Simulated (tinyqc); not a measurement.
Metal-interlayer-semiconductor contact, depinning against tunnelling resistance: contact resistivity against the decay constant of gap states through the interlayer.

Zero bias, n-type semiconductor. Gap states at the semiconductor surface thin out as exp(-be ti), which unpins the barrier; electrons must then cross the interlayer (a rectangular barrier, no voltage drop across it) and the parabolic depleted layer, both by WKB. Energies E are counted from the Fermi level; no image force, parabolic bands.

S = 1/(1 + (1/S0 - 1) exp(-be ti)); phiB = S (phiM - chi) + (1 - S)(Eg - E0); xi = Ec - EF deep inside, from Nd = Nc F(-xi/Vt), F(x) = (2/sqrt(pi)) int_0^infinity sqrt(u) du/(1 + exp(u - x)); band bending U = phiB - xi; E00 = (hbar/2) sqrt(Nd/(eps0 eps_r mt m0)) in volts; A = 4 pi q mA m0 kB^2/h^3. With U = phiB - xi: for xi < E < phiB, y = (E - xi)/U and G1 = (U/E00) [sqrt(1 - y) - y ln((1 + sqrt(1 - y))/sqrt(y))], G1 = 0 above phiB; G2 = 2 ti sqrt(mi max(phiB + dE - E, 0)/C), C = hbar^2/(2 m0); f = 1/(1 + exp(E/Vt)); 1/rho_c = (A T^2/Vt^2) times the integral of exp(-G1 - G2) f over E from xi upwards. Shares under 0.001 % are printed as 0; rows without band bending are left out.

Inputs (values chosen for the exercise); semiconductor values close to those of gallium nitride; interlayer mass of the order of that in lanthanum oxide, offset chosen freely: temperature T = 300 K; band gap Eg = 3.49 eV; relative permittivity eps_r = 9.21; electron affinity chi = 4.17 eV; conduction-band density of states at T Nc = 2.3e18 cm^-3; tunnelling mass in the semiconductor mt = 0.203 m0; Richardson mass mA = 0.198 m0; donor density Nd = 8.7e19 cm^-3; charge-neutrality level above the valence band E0 = 2.2 eV; pinning factor without interlayer S0 = 0.61; metal work function phiM = 4.18 eV; interlayer thickness ti = 0.3 nm; conduction-band offset of the interlayer above the semiconductor dE = 2.06 eV; tunnelling mass in the interlayer mi = 0.29 m0.

Constants: q = 1.602176634e-19 C, kB = 1.380649e-23 J/K, eps0 = 8.8541878128e-12 F/m, hbar = 1.054571817e-34 J s, h = 6.62607015e-34 J s, m0 = 9.1093837015e-31 kg, Vt = kB T/q, hbar^2/(2 m0) = 0.0380998212 eV nm^2. Results are converted to the units shown.

The same in every row: E00/Vt = 4.90.

Result of one run:

| be (1/nm) | S | phiB (eV) | rho_c (ohm cm^2) | rho_c with G2 = 0 (ohm cm^2) | peak of the integrand (eV) | share above phiB (%) |
|---|---|---|---|---|---|---|
| 1 | 0.679 | 0.421 | 2.49e-7 | 1.77e-8 | -0.0327 | 0 |

What becomes of these results when the decay constant of gap states through the interlayer be is changed from 1 to 4 1/nm, all else the same?

Result of the changed run:

| be (1/nm) | S | phiB (eV) | rho_c (ohm cm^2) | rho_c with G2 = 0 (ohm cm^2) | peak of the integrand (eV) | share above phiB (%) |
|---|---|---|---|---|---|---|
| 4 | 0.839 | 0.217 | 6.57e-8 | 5.17e-9 | -0.0392 | 0.0118 |

The whole series:

| be (1/nm) | S | phiB (eV) | rho_c (ohm cm^2) | rho_c with G2 = 0 (ohm cm^2) | peak of the integrand (eV) | share above phiB (%) |
|---|---|---|---|---|---|---|
| 1 | 0.679 | 0.421 | 2.49e-7 | 1.77e-8 | -0.0327 | 0 |
| 2 | 0.740 | 0.342 | 1.47e-7 | 1.09e-8 | -0.0348 | 0 |
| 3 | 0.794 | 0.274 | 9.43e-8 | 7.21e-9 | -0.0370 | 0.00183 |
| 4 | 0.839 | 0.217 | 6.57e-8 | 5.17e-9 | -0.0392 | 0.0118 |
| 5 | 0.875 | 0.170 | 4.94e-8 | 3.98e-9 | -0.0414 | 0.0542 |
| 6 | 0.904 | 0.132 | 3.97e-8 | 3.26e-9 | -0.0435 | 0.185 |
| 7 | 0.927 | 0.103 | 3.36e-8 | 2.80e-9 | -0.0454 | 0.485 |
| 8 | 0.945 | 0.0802 | 2.97e-8 | 2.50e-9 | -0.0472 | 1.02 |

As be goes from 1 to 8, phiB falls from 0.421 to 0.0802 eV and rho_c falls from 2.49e-7 to 2.97e-8 ohm cm^2. The ratio of rho_c to its value with G2 = 0 runs from 14.1 to 11.9.

Computed by the program tinyqc: `OMP_NUM_THREADS=1 python tinyqc.py 2270069 2270070 out.jsonl`, one thread of a shared Intel Xeon 2.30GHz, about 0.03 s for the whole run.
